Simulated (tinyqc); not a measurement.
# Changing the mass of the heavy element at fixed Z and stopping

Model: Rutherford backscattering from a thin compound film on silicon: kinematics, yields, composition and thickness. Computed by tinyqc, a small Python program. Command: `OMP_NUM_THREADS=1 python tinyqc.py 3017793 3017794 out.jsonl rbs sweep`. One thread of a shared host (Intel(R) Xeon(R) Processor @ 2.30GHz), about 0.01 s of CPU time with the checks.

Singly charged helium ions (Z1 = 2, M1 = 4.0026 u) enter at the tilt angle a1 to the normal and leave at a2 = |180 - theta - tilt| in the same plane. The film is A B_x.

Inputs (values chosen for the exercise, modelled on a helium beam on TaN):
```
quantity                                value           unit
beam energy E0                            1.9            MeV
scattering angle theta                    165        degrees
tilt of the sample                          0        degrees
heavy element: stopping eps_A at 2 MeV    113  1e-15 eV cm^2
light element: mass M_B                    14              u
light element: stopping eps_B at 2 MeV   33.2  1e-15 eV cm^2
atoms of B per atom of A, x             0.921              -
atomic density of the film               87.5         1/nm^3
film thickness d                           40             nm
detector resolution (FWHM)                 17            keV
```

Method:
- Kinematic factor K = [(sqrt(M^2 - M1^2 sin^2 theta) + M1 cos theta)/(M + M1)]^2.
- Surface edges lie at K E0; substrate silicon has M = 28.09 u. Mass resolution at M_A = resolution/(E0 dK/dM).
- Stopping per atom eps(E) = eps(2 MeV) (E/2 MeV)^(-0.4) (a law chosen for the exercise); Bragg rule eps_film = (eps_A + x eps_B)/(1 + x); areal density N d, with 1/nm^2 = 0.1 x 1e15/cm^2.
- Width of the signal of element i: [K_i eps(E0)/cos a1 + eps(K_i E0)/cos a2] N d; depth resolution = resolution x d/width of A; energy lost on the way in = eps(E0) N d/cos a1.

One run for each value:
```
heavy element: mass M_A (u)  mass resolution at M_A (u)  depth resolution (nm)
30                                                 0.85                  13.63
60                                                 2.65                  13.27
80                                                 4.42                  13.12
110                                                7.93                  12.97
140                                               12.46                  12.88
170                                               18.01                  12.82
200                                               24.59                  12.78
```

Give the missing row, heavy element: mass M_A (u) = 45.

Computed row:
```
heavy element: mass M_A (u)  mass resolution at M_A (u)  depth resolution (nm)
45                                                 1.62                  13.44
```

Interpolating between the two neighbouring rows (the first column on a logarithmic scale, the others too where they are positive) misses most in mass resolution at M_A (u), by 2.0 %. Over the rows, mass resolution at M_A (u) rises from 0.852 to 24.6 (exponent d ln y / d ln x 1.6 between the first rows and 1.9 between the last); depth resolution (nm) falls from 13.6 to 12.8 (exponent d ln y / d ln x -0.035 between the first rows and -0.021 between the last). For M much above M1, 1 - K falls as 1/M, so dK/dM falls as 1/M^2.
